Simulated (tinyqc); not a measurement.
Two coupled magnetic layers: synthetic antiferromagnet, spin flop, exchange bias and magnetoresistance: one step, computed by the program tinyqc. Command: `OMP_NUM_THREADS=1 python tinyqc.py 3025553 3025554 out.jsonl saf walk`. One thread of a shared host (Intel(R) Xeon(R) Processor @ 2.30GHz), about 0.3 s of CPU time with the checks.

Moments lie in the plane at the angles p1, p2 from the field. Energy per area: E = J1 cos(p1 - p2) + J2 cos^2(p1 - p2) - B M_s (t1 cos p1 + t2 cos p2) + K (t1 sin^2 p1 + t2 sin^2 p2).

Question. Tunnel magnetoresistance against a free layer along B. Julliere: TMR = 2 P1 P2/(1 - P1 P2). Conductance G(theta) = G0 (1 + P1 P2 cos theta), so RA(theta) = RA_P (1 + P1 P2)/(1 + P1 P2 cos theta); theta = p2 for the layer next to the barrier.

Inputs (values chosen for the exercise, for a model stack): spin polarisation P1 = 0.41; spin polarisation P2 = 0.41; resistance-area product, parallel = 11 ohm micrometre^2.

p2 = -37.81449 degrees

Give: TMR; RA, antiparallel; RA at this field.

Answer.

TMR = 40.41 %

RA, antiparallel = 15.45 ohm micrometre^2

RA at this field = 11.34 ohm micrometre^2
